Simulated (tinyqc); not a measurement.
Worked calculation: wafer bonding and layer transfer: bond energy, gap closing, particles, bonding of dissimilar wafers and hydrogen blisters. Computed by tinyqc, a small Python program that keeps every step. Command: `OMP_NUM_THREADS=1 python tinyqc.py 3029569 3029570 out.jsonl bond walk`. One thread of a shared host (Intel(R) Xeon(R) Processor @ 2.30GHz), about 0.01 s of CPU time with the checks. Intermediate numbers are printed to about 7 digits and carried at full precision; extremes and crossings named in words are read from the listed rows.

gamma is the energy per area of each of the two surfaces; plates are isotropic.

Inputs (values chosen for the exercise, for model wafers):
```
quantity                                      value        unit
Young's modulus E1                              134         GPa
Young's modulus E2                             82.6         GPa
Poisson ratio nu                               0.17           -
thickness t1                                    300  micrometre
thickness t2                                    500  micrometre
blade thickness t_b                             230  micrometre
crack length L                                 15.3          mm
particle radius h                              0.09  micrometre
radius of a shallow gap R                      0.82          mm
half height of the gap h_g                       39          nm
expansion mismatch alpha_2 - alpha_1            3.7      1e-6/K
heating dT                                      400           K
implant depth d                                 0.3  micrometre
hydrogen dose                                   5.6   1e16/cm^2
share of the dose released as H2               0.37           -
surface energy of the weakened plane gamma_s    1.1       J/m^2
anneal temperature T                            825           K
```

Pair: two different wafers.

Constants: k_B = 1.380649e-23 J/K.

## Bond energy from the blade test

Two cantilevers opened by t_b: gamma = 3 t_b^2 E1 t1^3 E2 t2^3/(16 L^4 (E1 t1^3 + E2 t2^3)).

bond energy gamma = 0.4849463 J/m^2

An error of 5 % in L changes gamma by about 20 %. This is the level of partly covalent bonding.

## Does a shallow gap close?

E' = E1/(1 - nu^2), equal wafers of thickness t1 assumed. A gap of radius R closes if h_g < h_c: h_c = R^2/sqrt((2/3) E' t1^3/gamma) for R > 2 t1 (plate bending), h_c = 3.6 sqrt(R gamma/E') for R < 2 t1 (local deformation).

closable height h_c = 297.1104 nm

h_g/h_c = 0.1312643

The gap closes.

## Void around a particle

E' = E1/(1 - nu^2), equal wafers assumed. Void radius in the plate regime: R_v = [(2/3) E' t1^3/gamma]^(1/4) h^(1/2). Below h_crit = 5 sqrt(t1 gamma/E') the wafers deform locally and R_v is of the order of h (taken as h).

critical particle radius = 0.1623518 micrometre

void radius = 0.09 micrometre

The particle is small enough to be embedded.

## Heating a pair with different expansion

M = E/(1 - nu), misfit e = (alpha_2 - alpha_1) dT. Curvature k = 6 M1 M2 t1 t2 (t1 + t2) e/[M1^2 t1^4 + M2^2 t2^4 + 2 M1 M2 t1 t2 (2 t1^2 + 3 t1 t2 + 2 t2^2)]; force per width F = k (M1 t1^3 + M2 t2^3)/(6 (t1 + t2)); at the interface s1 = F/t1 + M1 k t1/2, s2 = -F/t2 - M2 k t2/2; stored biaxial energy U = F^2 [1/(M1 t1) + 1/(M2 t2)] + k^2 (M1 t1^3 + M2 t2^3)/12; the pair can part when U > 2 gamma.

curvature = 2.727646 1/m

force per width = 9.546076 kN/m

stress in wafer 1 at the interface = 97.87529 MPa

stress in wafer 2 at the interface = -86.95467 MPa

stored energy U = 14.12819 J/m^2

largest dT for this gamma = 104.8042 K

U exceeds 2 gamma: the pair can debond; the bond strengthens on heating, so slow ramps or thinning one wafer first help. Caution: on a wafer of 100 mm the sag k R^2/2 would exceed half the thickness of the pair, beyond the small-deflection theory: the plate stiffens.

## Blistering after hydrogen implantation

A flat crack of radius r under a layer of thickness d, as a clamped plate: centre height w = 3 p r^4/(16 E' d^3), volume pi r^2 w/3, energy release G = 3 p^2 r^4/(32 E' d^3), E' = E1/(1 - nu^2). It grows when G = 2 gamma_s. The gas comes from the area pi r^2: p V = (dose x share/2) pi r^2 k_B T, and G = p w/2 = (3/2) N k_B T with N the H2 molecules per area. Share needed: G = 2 gamma_s. The pressure and height at growth are given for r = 10 d.

energy release G = 1.770061 J/m^2

share of the dose needed = 0.4598711

pressure at growth = 32.85379 MPa

height at growth = 133.9267 nm

The released gas does not suffice by this estimate. In this plate limit G depends on neither r nor d.

## Closable height against the size of the gap

The formulas are those given above.

Gap closing:
```
R (mm)    regime      h_c (nm)  slope h_c/R
1.00e-04   local  2.134169e+00   0.02134169
1.00e-03   local  6.748836e+00   0.00674884
1.00e-02   local  2.134169e+01   0.00213417
1.00e-01   local  6.748836e+01   0.00067488
5.00e-01   local  1.509086e+02   0.00030182
2.00e+00   plate  1.767462e+03   0.00088373
5.00e+00   plate  1.104664e+04   0.00220933
2.00e+01   plate  1.767462e+05   0.00883731
5.00e+01   plate  1.104664e+06   0.02209328
```

Roughness of 100 nm scale may be 2.1 nm in half height, waviness of radius 5 cm as much as 1100 micrometre: h_c goes as R^(1/2) when the wafer deforms locally and as R^2 when it bends. The allowed slope is least near R = 2 t1, so defects about 4 t1 wide are the hardest to close; bow matters little.

Checks made by the program: gamma against the derivative of the beam energy (relative difference below 1e-10).
